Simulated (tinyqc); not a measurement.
Kinetics of strain relaxation and threading dislocations in mismatched semiconductor layers: one step, computed by the program tinyqc.

60-degree dislocations on {111} planes of a (001) layer, isotropic elasticity. The Schmid factor is 1/sqrt(6), and a misfit segment relieves strain with b/2.

Question. Graded buffer. In steady grading, strain is fed at R_f R_g and relieved at (b/4) rho v. As a glide-limited estimate, the driving stress is taken as the mean stress of the strained top zone, whose depth z solves R_f z/2 = e_eq(z), with strain R_f z at the surface; tau_g = S R_f z/2 is its mean; then rho = 4 R_f R_g/(b m tau_g), m = v0 exp(-Q/(k_B T_g)), S = (1/sqrt 6) 2 G (1 + nu)/(1 - nu), e_eq(z) = b (1 - nu/4) [ln(z/b) + 1]/(4 pi (1 + nu) z).

Inputs (values chosen for the exercise, modelled on Si(0.7)Ge(0.3) on Si):

| quantity | value | unit |
|---|---|---|
| misfit f | 0.0131 | - |
| shear modulus G | 60.4 | GPa |
| Poisson ratio nu | 0.27 | - |
| Burgers vector b | 3.89 | angstrom |
| glide activation energy Q | 1.93 | eV |
| velocity prefactor v0 | 38000 | m/s per MPa |
| grading rate (misfit per thickness) R_f | 0.0048 | 1/micrometre |
| growth temperature of the buffer T_g | 886 | K |
| growth rate R_g | 6 | nm/s |

Constants: k_B = 8.617333262e-05 eV/K.

Give: depth z of the strained zone; stress tau_g; thread density of the buffer; buffer thickness f/R_f.

Answer.

depth z of the strained zone = 267.1 nm

stress tau_g = 54.99 MPa

thread density of the buffer = 1.348e+06 1/cm^2

buffer thickness f/R_f = 2.729 micrometre

Raising T_g by 50 K would lower this density by a factor 3.9: fast glide lets few threads do the work.
